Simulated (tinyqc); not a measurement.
Inside a calculation. Method: empirical pseudopotential in a few plane waves. One step of it, computed by the program tinyqc.

Problem. Bloch Hamiltonian at G. Basis: the 15 shortest G (labels in 2 pi/a), the same at every k. H(G,G') = c |k + G|^2 delta + VS(|G-G'|^2) cos((G-G').tau) + i VA sin((G-G').tau), tau = a/8 (1,1,1); 1 Ry = 13.605693 eV.

Parameters chosen for this model: fcc lattice, atoms at +/- a/8 (1,1,1); form factors in rydberg at |G|^2 in units of (2 pi/a)^2:
```
parameter,value,unit
a,6.240000,angstrom
VS(3),-0.242000,Ry
VS(8),0.015000,Ry
VS(11),0.032000,Ry
VA(3),0.051000,Ry
VA(4),0.066000,Ry
VA(11),0.027000,Ry
hbar^2/2m (2 pi/a)^2,3.862900,eV
```

k point G (2 pi / a): 0  0  0

Give: H(k) at G.

Solution.

H(k) at G (eV):
```
,+0+0+0,-1-1-1,-1-1+1,-1+1-1,-1+1+1,+1-1-1,+1-1+1,+1+1-1,+1+1+1,-2+0+0,+0-2+0,+0+0-2,+0+0+2,+0+2+0,+2+0+0
+0+0+0,0.000,2.328+0.491i,-2.328+0.491i,-2.328+0.491i,-2.328-0.491i,-2.328+0.491i,-2.328-0.491i,-2.328-0.491i,2.328-0.491i,0.000+0.898i,0.000+0.898i,0.000+0.898i,0.000-0.898i,0.000-0.898i,0.000-0.898i
-1-1-1,2.328-0.491i,11.589,0.000-0.898i,0.000-0.898i,-0.204,0.000-0.898i,-0.204,-0.204,0.000,-2.328-0.491i,-2.328-0.491i,-2.328-0.491i,-0.308+0.260i,-0.308+0.260i,-0.308+0.260i
-1-1+1,-2.328-0.491i,0.000+0.898i,11.589,0.204,0.000-0.898i,0.204,0.000-0.898i,0.000,-0.204,-2.328+0.491i,-2.328+0.491i,0.308+0.260i,2.328-0.491i,-0.308-0.260i,-0.308-0.260i
-1+1-1,-2.328-0.491i,0.000+0.898i,0.204,11.589,0.000-0.898i,0.204,0.000,0.000-0.898i,-0.204,-2.328+0.491i,0.308+0.260i,-2.328+0.491i,-0.308-0.260i,2.328-0.491i,-0.308-0.260i
-1+1+1,-2.328+0.491i,-0.204,0.000+0.898i,0.000+0.898i,11.589,0.000,0.204,0.204,0.000-0.898i,2.328+0.491i,-0.308+0.260i,-0.308+0.260i,-2.328-0.491i,-2.328-0.491i,0.308-0.260i
+1-1-1,-2.328-0.491i,0.000+0.898i,0.204,0.204,0.000,11.589,0.000-0.898i,0.000-0.898i,-0.204,0.308+0.260i,-2.328+0.491i,-2.328+0.491i,-0.308-0.260i,-0.308-0.260i,2.328-0.491i
+1-1+1,-2.328+0.491i,-0.204,0.000+0.898i,0.000,0.204,0.000+0.898i,11.589,0.204,0.000-0.898i,-0.308+0.260i,2.328+0.491i,-0.308+0.260i,-2.328-0.491i,0.308-0.260i,-2.328-0.491i
+1+1-1,-2.328+0.491i,-0.204,0.000,0.000+0.898i,0.204,0.000+0.898i,0.204,11.589,0.000-0.898i,-0.308+0.260i,-0.308+0.260i,2.328+0.491i,0.308-0.260i,-2.328-0.491i,-2.328-0.491i
+1+1+1,2.328+0.491i,0.000,-0.204,-0.204,0.000+0.898i,-0.204,0.000+0.898i,0.000+0.898i,11.589,-0.308-0.260i,-0.308-0.260i,-0.308-0.260i,-2.328+0.491i,-2.328+0.491i,-2.328+0.491i
-2+0+0,0.000-0.898i,-2.328+0.491i,-2.328-0.491i,-2.328-0.491i,2.328-0.491i,0.308-0.260i,-0.308-0.260i,-0.308-0.260i,-0.308+0.260i,15.452,0.204,0.204,-0.204,-0.204,0.000
+0-2+0,0.000-0.898i,-2.328+0.491i,-2.328-0.491i,0.308-0.260i,-0.308-0.260i,-2.328-0.491i,2.328-0.491i,-0.308-0.260i,-0.308+0.260i,0.204,15.452,0.204,-0.204,0.000,-0.204
+0+0-2,0.000-0.898i,-2.328+0.491i,0.308-0.260i,-2.328-0.491i,-0.308-0.260i,-2.328-0.491i,-0.308-0.260i,2.328-0.491i,-0.308+0.260i,0.204,0.204,15.452,0.000,-0.204,-0.204
+0+0+2,0.000+0.898i,-0.308-0.260i,2.328+0.491i,-0.308+0.260i,-2.328+0.491i,-0.308+0.260i,-2.328+0.491i,0.308+0.260i,-2.328-0.491i,-0.204,-0.204,0.000,15.452,0.204,0.204
+0+2+0,0.000+0.898i,-0.308-0.260i,-0.308+0.260i,2.328+0.491i,-2.328+0.491i,-0.308+0.260i,0.308+0.260i,-2.328+0.491i,-2.328-0.491i,-0.204,0.000,-0.204,0.204,15.452,0.204
+2+0+0,0.000+0.898i,-0.308-0.260i,-0.308+0.260i,-0.308+0.260i,0.308+0.260i,2.328+0.491i,-2.328+0.491i,-2.328+0.491i,-2.328-0.491i,0.000,-0.204,-0.204,0.204,0.204,15.452
```
